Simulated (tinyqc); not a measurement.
Inside a calculation: complex band structure along [001] in sp3s* tight binding. Values are carried at full precision from step to step, so a last printed digit may differ when a step is redone from the rounded ones.

For k = (0, 0, kz) the phase sums are g0 = cos(phi) and g3 = i sin(phi), phi = kz a/4, and the s, pz, s* orbitals of anion (a) and cation (c) decouple from px, py. With z = exp(i phi), H(z) = H0 + z T + T^T/z for any complex z. H0 is diagonal (Esa, Epa, Exa, Esc, Epc, Exc). The anion-cation block is B(z) = z U + W/z and the cation-anion block z W^T + U^T/z, where U has Vss/2 (s,s), Vsapc/2 (s,z), -Vscpa/2 (z,s), Vxx/2 (z,z), Vxapc/2 (s*,z), -Vpaxc/2 (z,s*), and W has the same values with the s-z and s*-z signs reversed. |z| = 1 is a band state, |z| < 1 decays along [001] as exp(-kappa d) over a distance d, kappa = -(4/a) ln|z|. No spin-orbit coupling.

Parameters, chosen for this exercise (out of a larger set: near a published set for GaP, fitted to gaps, whose masses and valley positions are rough (light masses up to twice too heavy); not measured data): p = (-8.111, 1.126, -2.183, 4.102, 8.532, 7.128, -7.495, 2.167, 5.151, 4.29, 6.325, 4.654, 5.129) eV (order Esa, Epa, Esc, Epc, Exa, Exc, Vss, Vxx, Vxy, Vsapc, Vscpa, Vxapc, Vpaxc); dE = 0.78 eV (E - Ev); a = 5.455 angstrom (lattice constant).

## The layer matrices

Parameters in the order Esa, Epa, Esc, Epc, Exa, Exc, Vss, Vxx, Vxy, Vsapc, Vscpa, Vxapc, Vpaxc. Form H0 and T.

diagonal of H0 (eV): sa -8.1110, za 1.1260, s*a 8.5320, sc -2.1830, zc 4.1020, s*c 7.1280

T (eV):
```
          sa      za      s*a       sc      zc      s*c
sa    0.0000  0.0000   0.0000  -3.7475  2.1450   0.0000
za    0.0000  0.0000   0.0000  -3.1625  1.0835  -2.5645
s*a   0.0000  0.0000   0.0000   0.0000  2.3270   0.0000
sc   -3.7475  3.1625   0.0000   0.0000  0.0000   0.0000
zc   -2.1450  1.0835  -2.3270   0.0000  0.0000   0.0000
s*c   0.0000  2.5645   0.0000   0.0000  0.0000   0.0000
```

## Edges at Gamma

At z = 1 the levels follow from the blocks [[Esa, Vss], [Vss, Esc]] and [[Epa, Vxx], [Vxx, Epc]]: Ev is the lower p root, and the direct gap ends at the lower of the upper roots.

Ev = -0.0147 eV
EG (direct gap) = 2.9275 eV

## Complex wave vectors at one energy in the gap

Solve det(H0 - E + z T + T^T/z) = 0 with E = Ev + dE, as the linear problem [[0, 1], [-T^T, E - H0]] x = z [[1, 0], [0, T]] x. Roots come as z, -z, 1/z and conjugates; list those with 0 < |z| < 1 and Re z, Im z >= 0, by falling |z|. Re kz = arg(z)/(pi/2) in units of 2 pi/a, kappa = -(4/a) ln|z|.

Decaying roots:

| Re z | Im z | \|z\| | Re kz (2 pi/a) | kappa (1/angstrom) |
|---|---|---|---|---|
| 0.8090 | 0.0000 | 0.8090 | 0.0000 | 0.1554 |
| 0.1004 | 0.4113 | 0.4233 | 0.8475 | 0.6303 |

The slowest root has kappa = 0.1554 1/angstrom at Re kz = 0.000: a purely imaginary k at Gamma. The probability falls by exp(-2 kappa d), a factor 22.4 over 1 nm.

## The px, py block

For px and py the determinant gives (E - Epa)(E - Epc) = Vxx^2 cos^2(phi) + Vxy^2 sin^2(phi). With phi = i kappa a/4 this is sinh^2(kappa a/4) = ((E - Epa)(E - Epc) - Vxx^2)/(Vxx^2 - Vxy^2), E = Ev + dE. Parameters in the order Esa, Epa, Esc, Epc, Exa, Exc, Vss, Vxx, Vxy, Vsapc, Vscpa, Vxapc, Vpaxc.

sinh^2(kappa a/4) = 0.15993
kappa of the heavy-hole branch = 0.2859 1/angstrom

This branch decays faster than the slowest root of the s-pz block (0.1554), by a factor 1.84 in kappa.

## Checks

- Largest distance of a level of the 6 x 6 block at kz = 0.37 (2 pi/a) from a level of the full matrix, against zero (eV): both 0.000000.

Computed by tinyqc, a small Python program: `OMP_NUM_THREADS=1 python tinyqc.py 1451061 1451062 out.jsonl` (the numbers bound the seed that draws the inputs); one thread of a shared host (Intel(R) Xeon(R) Processor @ 2.30GHz), about 0.01 s for the whole set of steps.
